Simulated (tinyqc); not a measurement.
Inside a calculation. Method: Hubbard ring of 4 sites. Computed by tinyqc, a small Python program that keeps every step. Settings: hopping = 0.99, U = 10.1, mixing = 0.2, iteration cap = 89. Command: `OMP_NUM_THREADS=1 python tinyqc.py 22867 22868 out.jsonl` (the two numbers bound the seeds that draw the settings). One thread of a shared host (Intel(R) Xeon(R) Processor @ 2.60GHz), about 0.2 s of CPU time with the checks. Later iterations appear only in the table of the cycle.

## Mean-field iteration 1

one-body matrix (hopping and site energies) (eV):
```
           1          2          3          4
1  -0.640000  -0.990000   0.000000  -0.990000
2  -0.990000   0.360000  -0.990000   0.000000
3   0.000000  -0.990000  -0.930000  -0.990000
4  -0.990000   0.000000  -0.990000  -0.640000
```

U = 10.100000 eV

electrons, up and down: 2  1

mixing = 0.200000

n(up) at the start (a guess, not normalised): 1 0.950000, 2 0.050000, 3 0.950000, 4 0.050000

n(down) at the start (a guess): 1 0.000000, 2 0.700000, 3 0.000000, 4 0.700000

H(up) = T + U n(down), H(down) = T + U n(up); fill the lowest levels; n(new) = n + mixing (n(out) - n); E = tr T (rho up + rho down) + U sum n_up n_down of the output.

levels, up (eV): -1.303469  -0.746843  6.628849  7.711463

levels, down (eV): -0.391592  0.678964  8.768729  9.293899

energy = -3.015081 eV

n(up) after iteration 1: 1 0.954222, 2 0.044900, 3 0.954621, 4 0.046258

n(down) after iteration 1: 1 0.003026, 2 0.567755, 3 0.003223, 4 0.745996

## Mean-field iteration 2

As before.

levels, up (eV): -1.296201  -0.717748  6.285487  7.210462

levels, down (eV): -0.427366  0.629694  8.814067  9.333605

energy = -3.080464 eV

n(up) after iteration 2: 1 0.956974, 2 0.042728, 3 0.957756, 4 0.042542

n(down) after iteration 2: 1 0.005402, 2 0.462034, 3 0.005749, 4 0.782816

## Mean-field iteration 3

As before.

levels, up (eV): -1.302872  -0.695687  5.305365  7.528795

levels, down (eV): -0.462241  0.607841  8.844570  9.359831

energy = -3.143488 eV

n(up) after iteration 3: 1 0.958184, 2 0.043383, 3 0.959397, 4 0.039036

n(down) after iteration 3: 1 0.007249, 2 0.377153, 3 0.007709, 4 0.812689

## Convergence

Each step fills the lowest levels of T + U n(other spin) and sets n(new) = n + mixing (n(out) - n); stop when output and input agree to 1e-8.

Course of the cycle:
```
iteration       E (eV)  largest |n(out) - n(in)|  mean |n_up - n_down|
1          -3.01508053                  6.61e-01              0.706484
2          -3.08046363                  5.29e-01              0.703761
3          -3.14348788                  4.24e-01              0.703585
4          -3.20374179                  3.42e-01              0.706408
5          -3.26006239                  2.78e-01              0.709482
6          -3.31114993                  2.26e-01              0.712571
7          -3.35594132                  1.85e-01              0.715470
8          -3.39383783                  1.52e-01              0.718040
9          -3.42479249                  1.25e-01              0.720218
10         -3.44925826                  1.02e-01              0.722003
11         -3.46803660                  8.38e-02              0.723429
...                ...                       ...                   ...
79         -3.51754275                  2.43e-06              0.727940
80         -3.51754275                  2.04e-06              0.727940
81         -3.51754275                  1.72e-06              0.727940
82         -3.51754275                  1.44e-06              0.727940
83         -3.51754275                  1.21e-06              0.727940
84         -3.51754275                  1.02e-06              0.727940
85         -3.51754275                  8.58e-07              0.727940
86         -3.51754275                  7.21e-07              0.727940
87         -3.51754275                  6.06e-07              0.727940
88         -3.51754275                  5.10e-07              0.727940
89         -3.51754275                  4.29e-07              0.727940
```

Not converged within 89 iterations: the residual falls steadily but slowly, by a factor of about 0.84 a step. The lowest mean-field energy found from random starts is -3.51754 eV. Reruns (cap 100 unless said): mixing 0.5: converged in 39 (E = -3.51754); mixing 0.9: converged in 17 (E = -3.51754); the original settings with a cap of 400: converged in 111 (E = -3.51754).

## Exact diagonalisation (24 states)

Lowest levels of the sector, and the double occupancy of the lowest state.

lowest levels (eV): -3.803221  -3.634814  -3.480267  -2.621251  -2.586531  -1.673588

double occupancy per site = 0.012266

## The lowest level by Lanczos steps

From a random start vector (not printed): a_j = <q_j|H|q_j>, b_j = norm of the remainder after orthogonalising; the Ritz value is the lowest eigenvalue of the tridiagonal matrix of a and b so far.

Lanczos:
```
j   a_j (eV)  b_j (eV)  lowest Ritz value (eV)
1   1.502987  5.930989              1.50298710
2   5.219539  2.913639             -2.85402646
3   4.570183  5.225537             -3.25630192
4   4.281616  2.397149             -3.55820373
5   4.599824  5.223428             -3.60575142
6   3.925326  3.020892             -3.65203320
7   4.977806  4.883844             -3.66877025
8   2.314844  2.376287             -3.69525736
9   4.375213  5.029066             -3.70599736
10  2.069086  2.652907             -3.73596802
```
